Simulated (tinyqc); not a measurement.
Six-transistor SRAM cell, nodal equations and margins: one step of the calculation.

Two cross-coupled inverters (pull-down bn, pull-up bp) hold the nodes Q and QB; access transistors (ba, threshold VTn, gate on the word line at Vdd when selected) join them to the bit lines. Transistor (EKV form, voltages against the body): I = 2 n b Vt^2 [F(vp - Vs) - F(vp - Vd)] from drain to source, F(v) = ln^2(1 + exp(v/(2 Vt))), vp = (Vg - VT + sg |Vd - Vs|)/n. n-channel bodies are at 0; for the p-channel device all voltages are counted down from Vdd. b in uA/V^2 gives I in uA. For an access transistor the bit line is the drain and the node the source. In a read both bit lines are at Vdd. The cell is symmetric (no mismatch).

Question. Node voltages in a read by Newton steps. F1 = In(gate QB, drain Q) - Ip(gate QB, drain Q) - Ia(bit line, Q), F2 the same with Q and QB exchanged; J by central differences with +/- 1e-6 V; solve J d = -F, limit each component to +/- 0.15 V and add.

Parameters, values chosen for the exercise:

| symbol | value | unit | meaning |
|---|---|---|---|
| T | 350 | K | temperature |
| Vdd | 0.5 | V | supply voltage |
| n | 1.4 |  | slope factor |
| sg | 0.038 |  | drain-induced barrier lowering |
| VTn | 0.31 | V | n-channel threshold |
| VTp | 0.4 | V | p-channel threshold (magnitude) |
| bn | 610 | uA/V^2 | gain factor of the pull-down transistor |
| ba | 610 | uA/V^2 | gain factor of the access transistor |
| bp | 250 | uA/V^2 | gain factor of the pull-up transistor |

Constants: q = 1.602176634e-19 C, kB = 1.380649e-23 J/K, Vt = kB T/q. Results are converted to the units shown.

(Q, QB) after iteration 1 (V): Q 0.04332188, QB 0.49986891

Give: F1, F2; J; (Q, QB) after iteration 2.

Answer.

F1, F2 (uA): -1.6205  0.0022

J (uS):
```
         Q     QB
F1  160.47  26.03
F2    0.12  15.12
```

(Q, QB) after iteration 2 (V): Q 0.05346, QB 0.49964

tinyqc, about 0.1 s, one thread, Intel Xeon 2.30GHz (shared host): `OMP_NUM_THREADS=1 python tinyqc.py 2340085 2340086 out.jsonl`
